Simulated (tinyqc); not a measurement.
Band bending at a free surface with a continuum of surface states, surface photovoltage and Kelvin probe: one step of the calculation.

n-type bulk, xi = Ec - EF = Vt ln(Nc/Nd), p0 = ni^2/Nd, ni = sqrt(Nc Nv) exp(-Eg/(2 Vt)), Eg in volts. b is the upward band bending, u = b/Vt. Space charge per area, in units of q: Qc = sign(b) sqrt((2 eps0 eps_r Vt/q) [(Nd + dn)(exp(-u) - 1) + Nd u + (p0 + dn)(exp(u) - 1)]), with dn the excess density under light (flat quasi-Fermi levels; 0 in the dark). The states hold -Ds (E0 - xi - b): negative while the Fermi level lies above the neutrality level. Neutrality: Qc + Qf + (charge of the states) = 0.

Question. Work function and Kelvin-probe reading. Work function chi + xi + b; contact potential difference CPD = (work function of the sample) - pt. Depth of EF below Ec at the surface: xi + b. Depletion width Qc/Nd.

Values chosen for this exercise; band and dielectric values close to those of indium phosphide:
- T = 350 K (temperature)
- Eg = 1.33 eV (band gap)
- eps_r = 12.4 (relative permittivity)
- Nc = 7.31e17 cm^-3 (conduction-band density of states at T)
- Nv = 1.37e19 cm^-3 (valence-band density of states at T)
- chi = 4.47 eV (electron affinity)
- Nd = 7.3e16 cm^-3 (donor density)
- pt = 4.36 eV (work function of the probe tip)
- E0 = 0.32 eV (depth of their neutrality level below the conduction edge)

Constants: q = 1.602176634e-19 C, kB = 1.380649e-23 J/K, Vt = kB T/q, eps0 = 8.8541878128e-14 F/cm where lengths are in cm. Results are converted to the units shown.

converged b = 0.18110038 V

Find: xi + b; Qc; Qc/Nd; work function; CPD.

Answer.

xi + b = 0.2506 eV
Qc = 3.887e11 cm^-2
Qc/Nd = 53.25 nm
work function = 4.721 eV
CPD = 360.6 mV

The Fermi level lies 69.4 meV above the neutrality level.

Computed by the program tinyqc: `OMP_NUM_THREADS=1 python tinyqc.py 2430081 2430082 out.jsonl`, one thread of a shared Intel Xeon 2.30GHz, about 0.01 s for the whole run.
